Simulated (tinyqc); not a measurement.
# Gupta-type many-body potential for a metal, step by step

A worked calculation. Computed by tinyqc, a small Python program that keeps every step. Command: `OMP_NUM_THREADS=1 python tinyqc.py 3000691 3000692 out.jsonl gupta walk`. One thread of a shared host (Intel(R) Xeon(R) Processor @ 2.30GHz), about 0.01 s of CPU time with the checks. Intermediate numbers are printed to about 7 digits and carried at full precision; extremes and crossings named in words are read from the listed rows.

E_i = sum_j A exp(-p (r_ij/r0 - 1)) - xi rho_i^gamma, with rho_i = sum_j exp(-2 q (r_ij/r0 - 1)); gamma = 1/2 is the tight-binding second-moment form. The crystal is fcc unless stated; d is the neighbour distance and a fixed number of shells is kept.

Inputs (values chosen for the exercise, for a model metal):
```
quantity,value,unit
repulsion A,0.0963,eV
hopping xi,0.585,eV
decay p,9.74,-
decay q,3.59,-
reference distance r0,3.501,angstrom
shells kept,3,-
embedding exponent gamma,0.6,-
```

Surface: (110).

Constants: 1 eV/angstrom^3 = 160.2176634 GPa; 1 eV/angstrom^2 = 16.02176634 J/m^2.

## Equilibrium of the fcc crystal

fcc shells: d sqrt(k), k = 1..5, with 12, 6, 24, 12, 24 atoms; Omega = d^3/sqrt2. Equilibrium: dE/dd = 0; B = d^2 E''(d)/(9 Omega).

neighbour distance d = 3.489317 angstrom

lattice constant = 4.934640 angstrom

cohesive energy E_c = 1.486514 eV

bulk modulus B = 37.24877 GPa

## Shell terms at equilibrium

Repulsion and density of one neighbour in each shell, and their sums.

Shells:
```
shell,count,r (angstrom),repulsion (eV),density
1,12,3.489317,9.948137e-02,1.024249
2,6,4.934640,1.784241e-03,0.052857
3,24,6.043675,8.156041e-05,0.005436
```

repulsive energy = 1.206439 eV

density rho = 12.73860

The band term is -xi rho^gamma = -2.6930 eV; with the repulsion it gives -E_c.

## Unrelaxed vacancy

Each neighbour j of the vacancy loses one repulsive term and one density term: E_v = sum_shells count x {-repulsion - xi [(rho - density)^gamma - rho^gamma]}. (The removed atom returns to a bulk-like site, so its own energy cancels.)

vacancy energy E_v = 0.4354268 eV

ratio E_v/E_c, E_c = xi rho^gamma less the repulsive energy = 0.2929179

A pair potential gives E_v = E_c; here the ratio is 0.29, as the remaining bonds of the neighbours strengthen when one is lost.

## Elastic constants

Second derivatives of E/Omega at equilibrium under homogeneous strain: e_xx = h gives C11; e_xx = -e_yy = h gives 2 (C11 - C12); e_xy = e_yx = h/2 gives C44.

C11 = 43.61426 GPa

C12 = 34.06602 GPa

C44 = 13.74803 GPa

Cauchy pressure C12 - C44 = 20.31800 GPa

C12/C44 = 2.48; pair forces would give 1. The excess comes from the curvature of the embedding term.

## The (110) surface

Cut the crystal without relaxation; an atom in layer l keeps the neighbours that lie below the surface plane. Excess = E_i + E_c. Surface energy = sum of excesses over the layers, divided by the area per surface atom: (sqrt3/2) d^2 for (111), d^2 for (100), sqrt2 d^2 for (110).

Layers:
```
layer,nearest neighbours,repulsion (eV),rho,excess (eV)
1,7,0.704648,7.45728,0.2381545
2,11,1.102900,11.57602,0.0467363
3,12,1.206113,12.71686,0.0024330
```

excess per surface atom = 0.2873238 eV

surface energy = 0.2673536 J/m^2

## Three surfaces against bond counting

Bond counting with pair bonds charges E_c/12 for each missing nearest neighbour: 3, 4 and 6 per surface cell.

Surfaces:
```
face,missing bonds,excess (eV),bond counting (eV),ratio,surface energy (J/m^2)
(111),3,0.1378488,0.3716286,0.3709316,0.2094604
(100),4,0.1835734,0.4955048,0.3704776,0.2415679
(110),6,0.2873238,0.7432572,0.3865738,0.2673536
```

The order of surface energies is (111) < (100) < (110), with (110)/(111) = 1.276 against 1.225 from counting first-neighbour bonds. The excess is 0.37 to 0.39 of the bond-counting value: atoms with fewer neighbours have stronger bonds. Further shells enter the excess but not the count. Caution: relaxation, left out here, lowers surface energies.

## Energy against coordination

Nearest neighbours only, z equal bonds relaxed to their best length: r/r0 = 1 + ln[A p z^(1 - gamma)/(2 q gamma xi)]/(p - 2 q gamma), E = z A exp(-p (r/r0 - 1)) - xi [z exp(-2 q (r/r0 - 1))]^gamma.

Relaxed bonds:
```
z,r (angstrom),E per atom (eV),E/z (eV)
1,2.863978,-0.714468,-0.7144675
2,3.042675,-0.869169,-0.4345847
3,3.147206,-0.974760,-0.3249199
4,3.221372,-1.057368,-0.2643421
6,3.325903,-1.185822,-0.1976369
8,3.400069,-1.286317,-0.1607897
9,3.430435,-1.329880,-0.1477645
12,3.504601,-1.442585,-0.1202154
```

Bonds lengthen from 2.864 to 3.505 angstrom between z = 1 and 12, and |E| grows as z^0.283, the exponent gamma (p - 2q)/(p - 2 q gamma) = 0.283; pair bonds would give z^1 at a fixed length.

Checks made by the program: sum of the shell terms (relative difference below 1e-10); (C11 + 2 C12)/3 against B (relative difference below 1e-10).
